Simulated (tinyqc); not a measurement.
Metal-interlayer-semiconductor contact, depinning against tunnelling resistance: contact resistivity against the interlayer thickness.

Zero bias, n-type semiconductor. Gap states at the semiconductor surface thin out as exp(-be ti), which unpins the barrier; electrons must then cross the interlayer (a rectangular barrier, no voltage drop across it) and the parabolic depleted layer, both by WKB. Energies E are counted from the Fermi level; no image force, parabolic bands.

S = 1/(1 + (1/S0 - 1) exp(-be ti)); phiB = S (phiM - chi) + (1 - S)(Eg - E0); xi = Ec - EF deep inside, from Nd = Nc F(-xi/Vt), F(x) = (2/sqrt(pi)) int_0^infinity sqrt(u) du/(1 + exp(u - x)); band bending U = phiB - xi; E00 = (hbar/2) sqrt(Nd/(eps0 eps_r mt m0)) in volts; A = 4 pi q mA m0 kB^2/h^3. With U = phiB - xi: for xi < E < phiB, y = (E - xi)/U and G1 = (U/E00) [sqrt(1 - y) - y ln((1 + sqrt(1 - y))/sqrt(y))], G1 = 0 above phiB; G2 = 2 ti sqrt(mi max(phiB + dE - E, 0)/C), C = hbar^2/(2 m0); f = 1/(1 + exp(E/Vt)); 1/rho_c = (A T^2/Vt^2) times the integral of exp(-G1 - G2) f over E from xi upwards. Shares under 0.001 % are printed as 0; rows without band bending are left out.

Inputs (values chosen for the exercise); semiconductor values close to those of germanium; interlayer mass of the order of that in hafnium oxide, offset chosen freely: temperature T = 300 K; band gap Eg = 0.653 eV; relative permittivity eps_r = 15.9; electron affinity chi = 4.07 eV; conduction-band density of states at T Nc = 1.04e19 cm^-3; tunnelling mass in the semiconductor mt = 0.118 m0; Richardson mass mA = 1.14 m0; donor density Nd = 1e20 cm^-3; charge-neutrality level above the valence band E0 = 0.088 eV; pinning factor without interlayer S0 = 0.049; metal work function phiM = 3.96 eV; conduction-band offset of the interlayer above the semiconductor dE = 1.53 eV; tunnelling mass in the interlayer mi = 0.2 m0; decay constant of gap states through the interlayer be = 2.6 1/nm.

Constants: q = 1.602176634e-19 C, kB = 1.380649e-23 J/K, eps0 = 8.8541878128e-12 F/m, hbar = 1.054571817e-34 J s, h = 6.62607015e-34 J s, m0 = 9.1093837015e-31 kg, Vt = kB T/q, hbar^2/(2 m0) = 0.0380998212 eV nm^2. Results are converted to the units shown.

The same in every row: E00/Vt = 5.24.

Contact resistivity against the interlayer thickness:

| ti (nm) | S | phiB (eV) | rho_c (ohm cm^2) | rho_c with G2 = 0 (ohm cm^2) | peak of the integrand (eV) | share above phiB (%) |
|---|---|---|---|---|---|---|
| 0 | 0.0490 | 0.532 | 1.32e-8 | 1.32e-8 | -0.0229 | 0 |
| 0.2 | 0.0798 | 0.511 | 4.29e-8 | 1.15e-8 | -0.0223 | 0 |
| 0.4 | 0.127 | 0.479 | 1.27e-7 | 9.27e-9 | -0.0220 | 0 |
| 0.6 | 0.197 | 0.432 | 3.27e-7 | 6.78e-9 | -0.0220 | 0 |
| 0.8 | 0.292 | 0.368 | 7.19e-7 | 4.45e-9 | -0.0224 | 0 |
| 1 | 0.410 | 0.289 | 1.35e-6 | 2.67e-9 | -0.0235 | 0.00332 |
| 1.2 | 0.539 | 0.202 | 2.29e-6 | 1.55e-9 | -0.0253 | 0.0531 |
| 1.4 | 0.662 | 0.118 | 3.88e-6 | 9.44e-10 | -0.0281 | 0.740 |
| 1.6 | 0.768 | 0.0469 | 7.22e-6 | 6.47e-10 | -0.0321 | 6.51 |

As ti goes from 0 to 1.6, phiB falls from 0.532 to 0.0469 eV and rho_c rises from 1.32e-8 to 7.22e-6 ohm cm^2. No thickness listed beats the bare contact: tunnelling through the layer costs more than the change of the barrier gains. The ratio of rho_c to its value with G2 = 0 runs from 1.00 to 11200.

Range of the model: The depletion charge would drop about 0.19 V across such an interlayer (eps_r near 20) at ti = 0.7 nm and Nd = 1e20 cm^-3, against a band bending of 0.54 V; this model leaves that drop out.

Program tinyqc, `OMP_NUM_THREADS=1 python tinyqc.py 2270081 2270082 out.jsonl`; Intel Xeon 2.30GHz, shared host, one thread, about 0.02 s.
